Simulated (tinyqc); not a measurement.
Sheet resistance and Hall data of a diffused or implanted layer: one step, computed by the program tinyqc. Command: `OMP_NUM_THREADS=1 python tinyqc.py 3011609 3011610 out.jsonl layer walk`. One thread of a shared host (Intel(R) Xeon(R) Processor @ 2.30GHz), about 0.02 s of CPU time with the checks.

Carriers are taken equal to the net active doping down to the junction (full ionisation, which deep dopants in wide-gap hosts do not reach; no spill-over, no depletion), and the Hall factor is 1.

Problem. Profile. N(x) = N_0 exp(-(x - R_p)^2/(2 l^2)) for x > 0, dose N_0 l sqrt(pi/2) erfc(-R_p/(l sqrt 2)), junction x_j = R_p + l sqrt(2 ln(N_0/N_B)); the layer starts at x_0 = max(0, 2 R_p - x_j). Mobility mu = mu_min + (mu_max - mu_min)/(1 + (N_t/N_ref)^alpha), N_t = active doping + N_B; carriers n = active doping - N_B, active doping min(N, N_s). sigma = e n mu.

Inputs (values chosen for the exercise, modelled on silicon in GaN):
```
quantity,value,unit
mu_min,54.3,cm^2/(V s)
mu_max,1030,cm^2/(V s)
N_ref,1.9e+17,1/cm^3
exponent alpha,0.99,-
peak concentration N_0,3.8e+20,1/cm^3
length scale l,70,nm
background doping N_B (opposite type),6.3e+16,1/cm^3
projected range R_p,110,nm
solubility limit N_s,7.9e+19,1/cm^3
```

Profile: buried Gaussian (implant). Activation: limited by solubility.

Constants: e = 1.602176634e-19 C.

Give: Depth, doping, carriers, mobility and conductivity at 2, 10, 20, 35, 50, 65, 80, 90 and 98 % of the layer.

Solution.

Depth, doping, carriers, mobility and conductivity at 2, 10, 20, 35, 50, 65, 80, 90 and 98 % of the layer:
```
x (nm),N (1/cm^3),n (1/cm^3),mu (cm^2/(V s)),sigma (S/cm)
8.0,1.316e+20,7.894e+19,56.8,718.2
40.2,2.312e+20,7.894e+19,56.8,718.2
80.4,3.475e+20,7.894e+19,56.8,718.2
140.7,3.451e+20,7.894e+19,56.8,718.2
201.0,1.631e+20,7.894e+19,56.8,718.2
261.3,3.670e+19,3.664e+19,59.6,349.8
321.7,3.931e+18,3.868e+18,99.9,61.9
361.9,5.869e+17,5.239e+17,277.1,23.3
394.0,1.011e+17,3.808e+16,577.5,3.5
```

The mobility varies by a factor 10.2 across these points and the conductivity by 204.
